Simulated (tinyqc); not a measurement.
Stretching all distances: RHF, UHF, MP2, CISD and CCSD against full CI in the sto-3g basis, for BeH2, spin multiplicity 1. Computed by the program tinyqc with PySCF. All coordinates are multiplied by the scale. c0^2 is the weight of the RHF determinant in the lowest singlet FCI state (UHF is spin-contaminated and may lie near states of higher spin) and n(LUMO) the first natural occupation beyond the occupied space.

Geometry (angstrom):
```
atom       x        y       z
Be    0.0000   0.0000  0.0000
H     0.0000   1.2200  0.1160
H     0.0000  -1.1780  0.1120
```

Full CI energy (hartree) and errors against it (kcal/mol):
```
scale   distance 1-2 (angstrom)      E(FCI)       RHF      UHF      MP2     CISD    CCSD  <S^2> UHF    c0^2  n(LUMO)
0.9200                   1.1275  -15.551762   17.5067  17.5067   5.3662   0.3073  0.1813     0.0000  0.9804   0.0174
1.1300                   1.3848  -15.592513   22.9102  22.9102   7.8177   0.5206  0.2658     0.0000  0.9702   0.0312
1.3300                   1.6299  -15.553093   31.8963  31.8963  12.1554   1.0873  0.4929     0.0000  0.9485   0.0594
1.5400                   1.8873  -15.485357   46.4213  46.4175  19.6169   2.5816  1.0980     0.0150  0.9039   0.1198
1.7400                   2.1324  -15.421106   66.5627  48.1632  30.5541   5.8083  2.4609     0.8653  0.8244   0.2337
1.9500                   2.3897  -15.370046   96.2505  36.4685  47.4901  11.9877  4.6795     1.2012  0.6713   0.4616
2.1600                   2.6471  -15.344594  135.2280  29.4516  69.6062  17.4643  4.1321     1.2872  0.4573   0.7567
```

What does the comparison show, and why?

UHF parts from RHF first at scale 1.54 of those listed, where <S^2> leaves zero. The weight c0^2 goes from 0.98 to 0.46 and n(LUMO) from 0.02 to 0.76: static correlation grows as the bonds break into open-shell fragments. The spread of the error along the curve, which distorts its shape, is CCSD 4.5, CISD 17.2, UHF 30.7, MP2 64.2, RHF 117.7 kcal/mol. The table stops here: at scale 2.36 and beyond, the reference weight falls under 0.45 or RHF, UHF or CCSD hop between solutions, so those rows were left out and the spreads given cover only the rows shown. As computed, partly on other solutions, the errors there reach in size RHF 208, UHF 30, MP2 85, CISD 20, CCSD 2 kcal/mol.
